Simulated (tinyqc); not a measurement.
# Superjunction drift layer against a plain one, charge balance: effect of the lateral peak field as a share of Ef

Alternating n and p pillars of equal width wp, doping N and length Lp. When depleted, the lateral field peaks at Ex = q N wp/(2 eps0 eps_r) at the pillar junctions and a uniform vertical field Ey is added; breakdown is taken where Ex^2 + Ey^2 = Ef^2. Only the n pillars conduct, narrowed by the zero-bias depletion. A first-order model: the field peaks at the pillar ends are left out.

Ec(N) = E16 (N/1e16 cm^-3)^(1/8), mu(N) = mi + (mx - mi)/(1 + (N/Nr)^0.9). Plain drift layer for BV: N solves BV = eps0 eps_r Ec(N)^2/(2 q N), W = 2 BV/Ec, Rsp = W/(q mu N). Ex = a Ef gives N = 2 eps0 eps_r a Ef/(q wp); Ey = Ef sqrt(1 - a^2); Lp = BV/Ey; xd = sqrt(eps0 eps_r Vb/(q N)) on each side; Rsp = 2 Lp/(q mu(N) N (1 - 2 xd/wp)). An imbalance dl leaves the mean net doping |dl| N/2, which tilts the vertical field by s = q |dl| N/(2 eps0 eps_r): BV(dl) = Ey Lp - s Lp^2/2, or Ey^2/(2 s) if the field reaches zero inside the pillar.

Inputs (values chosen for the exercise); values close to those of silicon:
```
symbol   value        unit                                     meaning
eps_r     11.9              relative permittivity of the semiconductor
E16      0.411       MV/cm    critical field at a doping of 1e16 cm^-3
mx        1330  cm^2/(V s)                      mobility at low doping
mi        94.4  cm^2/(V s)                     mobility at high doping
Nr      1.3e17       cm^-3            reference doping of the mobility
BV         470           V                    wanted breakdown voltage
wp           1          um                        width of each pillar
Ef        0.31       MV/cm           critical field inside the pillars
Vb         0.8           V    built-in voltage of the pillar junctions
dl        -1.6           %                charge imbalance (Nn - Np)/N
```

Constants: q = 1.602176634e-19 C, eps0 = 8.8541878128e-14 F/cm where lengths are in cm. Results are converted to the units shown.

The same in every row: Rsp, plain (mohm cm^2) = 26.61.

Result of one run:

| N (cm^-3) | Lp (um) | Rsp, pillars (mohm cm^2) | BV(dl) (V) |
|---|---|---|---|
| 3.058e16 | 22.92 | 1.190 | 372.3 |

Which lateral peak field as a share of Ef a gave this result: 0.39, 0.48, 0.66, 0.75 or 0.93?

a = 0.75.

The whole series:

| a | N (cm^-3) | Lp (um) | Rsp, pillars (mohm cm^2) | BV(dl) (V) |
|---|---|---|---|---|
| 0.3 | 1.223e16 | 15.89 | 2.313 | 451.2 |
| 0.39 | 1.590e16 | 16.47 | 1.739 | 443.8 |
| 0.48 | 1.957e16 | 17.28 | 1.439 | 434.4 |
| 0.57 | 2.324e16 | 18.45 | 1.273 | 421.9 |
| 0.66 | 2.691e16 | 20.18 | 1.193 | 403.3 |
| 0.75 | 3.058e16 | 22.92 | 1.190 | 372.3 |
| 0.84 | 3.425e16 | 27.94 | 1.297 | 307.3 |
| 0.93 | 3.792e16 | 41.25 | 1.736 | 140.7 |

As a goes from 0.3 to 0.93, Rsp of the pillars goes from 2.31 through a minimum of 1.19 (at a = 0.75 among the rows listed) to 1.74 mohm cm^2 and BV with the imbalance falls from 451 to 141 V. With constant mobility and no depleted edge the minimum of Rsp lies at a = 0.707; a smaller a gives up a little resistance for tolerance. At a = 0.93 the aspect ratio passes 30, which is hard to make. At a = 0.3 the zero-bias depletion takes over 40 % of the pillar, and the on-state voltage would narrow it further.

tinyqc, about 0.01 s, one thread, Intel Xeon 2.30GHz (shared host): `OMP_NUM_THREADS=1 python tinyqc.py 2590070 2590071 out.jsonl`
